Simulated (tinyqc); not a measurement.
Floating body of a partially depleted SOI transistor: body voltage and kink: one step of the calculation.

Source at 0 V. Channel current Ic = 2 nf K Vt^2 [F(0) - F(Vd)](1 + la Vd), F(V) = ln^2(1 + exp((Vg - VT - nf V)/(2 nf Vt))), VT = VT0 - gb Vb. Saturation voltage Vs = 2 Vt sqrt(F(0)) + 3 Vt, excess Ve = (Vd - Vs + sqrt((Vd - Vs)^2 + 0.0004 V^2))/2, multiplication M1 = Ai Ve exp(-Bl/Ve). Each junction passes D(v) = J1 (exp(v/Vt) - 1) + J2 (exp(v/(2 Vt)) - 1). Bipolar current Ib = bb J1 (exp(Vb/Vt) - 1). The body settles where M1 (Ic + Ib) = D(Vb) + D(Vb - Vd) + Vb/Rb; drain current Id = (1 + M1)(Ic + Ib) - D(Vb - Vd).

Task. Drain current with floating and with grounded body. Id and VT at the converged Vb, Id at Vb = 0, their ratio, and the bipolar share Ib/(Ic + Ib).

Values chosen for this exercise; values of the order met in partially depleted silicon-on-insulator transistors:
```
symbol    value         unit                                                                                            meaning
T           330            K                                                                                        temperature
VT0        0.32            V                                                                     threshold at zero body voltage
gb         0.15                                                                  fall of the threshold per volt of body voltage
nf         1.44                                                                                                    slope factor
K           240  uA/(V^2 um)                                                                              gain factor per width
la         0.08          1/V                                                                   channel-length modulation factor
Ai         3.55          1/V                                                                        impact-ionisation prefactor
Bl          4.1            V                                                                          impact-ionisation voltage
J1      1.3e-12        uA/um                                                      diffusion saturation current of each junction
J2       1.7e-7        uA/um                                                  recombination saturation current of each junction
bb          0.5                                                 gain of the lateral bipolar transistor on the diffusion current
Rb          1e9      kohm um  resistance of a weak body tie to the source (1e9 stands for no tie, and the term is then dropped)
Vg         0.42            V                                                                                       gate voltage
Vd          2.5            V                                                                                      drain voltage
```

Constants: q = 1.602176634e-19 C, kB = 1.380649e-23 J/K, Vt = kB T/q. Results are converted to the units shown.

converged Vb = 0.86095512 V

Wanted: VT; Id, floating; Id, grounded; ratio; bipolar share.

Result.

VT = 0.19086 V
Id, floating = 33.566 uA/um
Id, grounded = 3.5596 uA/um
ratio = 9.4296
bipolar share = 62.566 %

The body rises to 0.861 V and lowers the threshold by 129 mV.

Range of the model: The multiplication law is an empirical form chosen for the exercise; self-heating and capacitive coupling to the body are left out, and the linear laws are rough once Vb passes about 0.7 V or M1 about 0.1.

Program tinyqc, `OMP_NUM_THREADS=1 python tinyqc.py 2182061 2182062 out.jsonl`; Intel Xeon 2.30GHz, shared host, one thread, about 0.2 s.
